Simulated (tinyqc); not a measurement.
# Inductance and parasitic capacitance from two readings

Inverse problem. A loss-free coil L in parallel with C shows the apparent inductance L/(1 - w^2 L C), w = 2 pi f. Find L, C and the self-resonance 1/(2 pi sqrt(L C)).

apparent inductance at 2.8 and 4.6 GHz (nH): [3.2879316, 5.9729691]

Answer. The inverse of the reading is 1/L - w^2 C, a straight line in w^2.

L = 2.60 nH
C = 260 fF
self-resonance = 6.12 GHz

Program tinyqc, `OMP_NUM_THREADS=1 python tinyqc.py 2302109 2302110 out.jsonl`; Intel Xeon 2.30GHz, shared host, one thread, about 0.01 s.
